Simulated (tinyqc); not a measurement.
Avalanche multiplication and breakdown of a junction from ionisation integrals: one step, computed by the program tinyqc. Command: `OMP_NUM_THREADS=1 python tinyqc.py 3001405 3001406 out.jsonl impact walk`. One thread of a shared host (Intel(R) Xeon(R) Processor @ 2.30GHz), about 0.01 s of CPU time with the checks.

Ionisation coefficients follow the local field. Position x runs through the depletion layer from the p side (x = 0), where electrons enter, to the n side (x = w), where holes enter. The built-in voltage is neglected.

Problem. On-resistance of the drift layer. R_on = w/(e mu N) with w the width at breakdown; figure of merit V_B^2/R_on; for a triangular field it equals eps eps_0 mu F_m^3/4.

Inputs (values chosen for the exercise, modelled on germanium): permittivity eps = 16; drift-layer mobility mu = 3500 cm^2/(V s); doping N of the lightly doped side = 7.9e+15 1/cm^3.

Junction: one-sided abrupt p+n.

width at breakdown = 2.645855 micrometre

breakdown voltage = 31.27309 V

critical field F_m = 0.2363931 MV/cm

Constants: e = 1.602176634e-19 C; eps_0 = 8.8541878128e-12 F/m.

Give: specific on-resistance; V_B^2/R_on; eps eps_0 mu F_m^3/4.

Solution.

specific on-resistance = 0.059726 milliohm cm^2

V_B^2/R_on = 16.375 MW/cm^2

eps eps_0 mu F_m^3/4 = 16.375 MW/cm^2
